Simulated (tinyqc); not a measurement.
Inside a calculation. Model: classical Heisenberg spin chain: exact results, Metropolis, heat-bath and over-relaxation steps, and a Monte Carlo run. Computed by tinyqc, a small Python program that keeps every step. Command: `OMP_NUM_THREADS=1 python tinyqc.py 3130525 3130526 out.jsonl heismc walk`. One thread of a shared host (Intel(R) Xeon(R) Processor @ 2.30GHz), about 0.2 s of CPU time with the checks. Intermediate numbers are printed to about 5 digits and carried at full precision; extremes and crossings named in words are read from the listed rows.

E = -J sum_i s_i . s_(i+1) for unit vectors s_i on an open chain; K = J/(k_B T).

Inputs (values chosen for the exercise, for a model chain of large moments):
```
quantity                     value  unit
coupling J                      36   meV
temperature T                  129     K
moment mu                      3.1  mu_B
length N of the open chain      24     -
seed                        555783     -
```

Update: Metropolis.

Constants: k_B = 8.617333262e-05 eV/K; mu_B = 5.7883818060e-05 eV/T.

## Exact results

Each bond angle is independent, so u = <s_i . s_(i+1)> = coth K - 1/K, <s_i . s_(i+n)> = u^n, correlation length xi = -1/ln|u|, energy per bond -J u, heat capacity per bond c/k_B = 1 - K^2/sinh^2 K, and for the long chain chi = mu^2 (1 + u)/(3 k_B T (1 - u)) per spin.

K = 3.2385

u = 0.69429

xi = 2.7408 sites

energy per bond = -24.995 meV

heat capacity = 0.93526 k_B/bond

chi over the Curie value = 5.5422

chi = 0.092445 mu_B/T per spin

For |K| >> 1, |u| = 1 - 1/|K| and xi = |K| - 1/2 = 2.74: the chain orders only at T = 0, and c tends to k_B, not to zero, a failure of classical spins.

## Finite chain

For N spins, <|sum s|^2>/N = (1 + u)/(1 - u) - 2 u (1 - u^N)/(N (1 - u)^2); the long chain has (1 + u)/(1 - u), chi over the Curie value, and the difference is relative to it.

<|sum s|^2>/N = 4.9232

difference from the long chain = -11.169 %

## Four single-spin steps

four neighbouring spins (rows; components x, y, z):
```
         1        2        3
1  -0.6957  -0.6741  -0.2482
2   0.9435   0.0803   0.3216
3  -0.0755   0.9190   0.3869
4  -0.4212  -0.8558   0.3005
```

random numbers, one row a step:
```
        1       2       3
1  0.9068  0.2067  0.8428
2  0.0936  0.6722  0.7304
3  0.3816  0.4973  0.8680
4  0.6842  0.3794  0.3918
```

The given spins are first normalised. Spins 2 and 3 are updated in turn, with h = K (sum of the two neighbours). Trial spin with z = 2 r1 - 1 and azimuth 2 pi r2; it is accepted if r3 < min(1, exp(h . s_trial - h . s_old)).

Steps:
```
spin     |h|  h . s before  h . s trial  acceptance  accepted         x        y         z
2     2.6587       -2.1482       0.4195      1.0000       yes   0.15624  0.56004   0.81360
3     3.8302        0.5806      -2.2053      0.0617        no  -0.07550  0.91902   0.38691
2     2.6587        0.4195       2.3328      1.0000       yes  -0.97142  0.01648  -0.23680
3     5.2696       -2.0776       1.3848      1.0000       yes  -0.67529  0.63895   0.36840
```

## A run and its error bars

From the ordered state (alternating for J < 0), with trial spins uniform on the sphere, 200 sweeps are discarded and 1600 recorded (even and odd sites in turn; random numbers not printed, so these rows are one sample). Errors are the scatter of block means over sqrt(number of blocks).

Blocking:
```
block length  mean bond product      error  <|sum s|^2>/N    error
1                       0.68346  0.0016334         4.6611  0.07203
4                       0.68346  0.0029072         4.6611  0.13816
16                      0.68346  0.0045762         4.6611  0.24987
40                      0.68346  0.0051453         4.6611  0.34549
80                      0.68346  0.0057178         4.6611  0.39078
```

With blocks of 40 the bond product is 2.1 error bars from the exact u = 0.6943, and <|sum s|^2>/N is 0.8 from the exact 4.923. Blocking to 40 changes the two errors by factors 3.2 and 4.8, because successive sweeps are correlated. 20 % of the trial spins are accepted.

Checks made by the program: c against a difference of the energy (relative difference 7e-10).
